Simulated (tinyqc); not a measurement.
# Permittivity and interface capacitance from two thicknesses

Problem. 1/C = t/(eps0 ek) + 2/ci for planar capacitors that differ only in thickness. Find ek, ci and the EOT of the interfaces, 2 x 3.9 eps0/ci.

Constants: eps0 = 8.8541878128e-14 F/cm where lengths are in cm. Results are converted to the units shown.

C at t = 9.6 and 29 nm (uF/cm^2): 13.462179  4.5381848

Answer. 1/C is a straight line in t: the slope gives ek and the intercept 2/ci. A single thickness would give only the effective permittivity; when the interfaces are a small part of 1/C, ci needs very accurate data.

ek = 150
ci = 1.00e3 uF/cm^2
EOT of the interfaces = 0.00691 nm

tinyqc, about 0.01 s, one thread, Intel Xeon 2.30GHz (shared host): `OMP_NUM_THREADS=1 python tinyqc.py 2102163 2102164 out.jsonl`
